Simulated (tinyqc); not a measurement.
# Worked calculation: off-state leakage of single and stacked transistors

Numbers from tinyqc (`OMP_NUM_THREADS=1 python tinyqc.py 2242102 2242103 out.jsonl`; about 0.04 s on one thread of a shared Intel Xeon 2.30GHz). Printed values are rounded.

n-channel devices of unit width. Subthreshold current I(Vg, Vs, Vd) = I0 (T/300 K)^0.5 exp[(Vg - Vs - VT(T) - gb (Vs - Vb) + dd (Vd - Vs))/(nf Vt)] (1 - exp(-(Vd - Vs)/Vt)), VT(T) = VT - cT (T - 300 K). Gate-edge tunnelling Ig (Vd/1 V) exp(ag (Vd - 1 V)), for a gate at 0 V, and band-to-band leakage Ab u exp(-Bb/u), u = Vd - Vb + 1 V, flow at a drain held at V; both are taken as independent of T. In a stack of off transistors (all gates at 0 V) the same subthreshold current passes through each.

Values chosen for this exercise; values of the order met in bulk silicon logic transistors: temperature T = 398 K; supply voltage V = 1.2 V; threshold at 300 K, zero drain and body bias VT = 0.45 V; fall of the threshold with temperature cT = 0.6 mV/K; current at threshold at 300 K I0 = 0.13 uA/um; slope factor nf = 1.29; drain-induced lowering per volt dd = 0.08; rise of the threshold per volt of source-body bias gb = 0.16; gate-edge tunnelling current at 1 V Ig = 3e-6 uA/um; exponential slope of the gate current ag = 4.3 1/V; prefactor of band-to-band leakage at the drain Ab = 9 uA/(um V); its exponential voltage Bb = 26 V; body voltage Vb = 0 V.

Constants: q = 1.602176634e-19 C, kB = 1.380649e-23 J/K, Vt = kB T/q. Results are converted to the units shown.

## Leakage of one transistor

Vg = Vs = 0, Vd = V; effective threshold VT(T) - gb Vb - dd V.

effective threshold = 0.2952 V
parts (nA/um): subthreshold 0.1895020, gate edge 0.008507378, band-to-band 0.1459130
total = 0.3439224 nA/um
shares (%): subthreshold 55.10022, gate edge 2.473633, band-to-band 42.42615

The subthreshold part is the largest.

## Starting value

Vx = dd V/(1 + gb + 2 dd), the solution for Vx well above Vt, rounded to three decimals.

Vx at the start = 0.073 V

## Iteration 1: new Vx

Stack of two, Vx the node between them: I_low = I(0, 0, Vx), I_up = I(0, Vx, V), f = ln(I_up/I_low), f' = -(1 + gb + 2 dd)/(nf Vt) - 1/(Vt (exp(Vx/Vt) - 1)) - 1/(Vt (exp((V - Vx)/Vt) - 1)), Vx(new) = Vx - f/f'.

I_low = 0.02175510 nA/um
I_up = 0.02449408 nA/um
f = 0.1185831
f' = -33.77425 1/V
Vx after iteration 1 = 0.07651105 V

## Iteration 2: new Vx

As before.

I_low = 0.02218147 nA/um
I_up = 0.02219856 nA/um
f = 7.700278e-4
f' = -33.34481 1/V
Vx after iteration 2 = 0.07653414 V

## Iteration 3: new Vx

As before.

I_low = 0.02218419 nA/um
I_up = 0.02218419 nA/um
f = 3.056159e-8
f' = -33.34216 1/V
Vx after iteration 3 = 0.07653414 V

## Course of the iteration

Stop when the step is below 1e-11 V, or after 40 iterations.

Course of the iteration:
```
iteration  Vx before the step (V)  step (V)
1                           0.073   3.51e-3
2                      0.07651105   2.31e-5
3                      0.07653414  9.17e-10
4                      0.07653414   < 1e-15
```

Converged in 4 iterations. The subthreshold current of the stack is 0.02218 nA/um, 8.54 times less than that of one transistor (the drain leakage is unchanged); the estimate exp[dd V (1 + gb + dd)/((1 + gb + 2 dd) nf Vt)] gives 7.68.
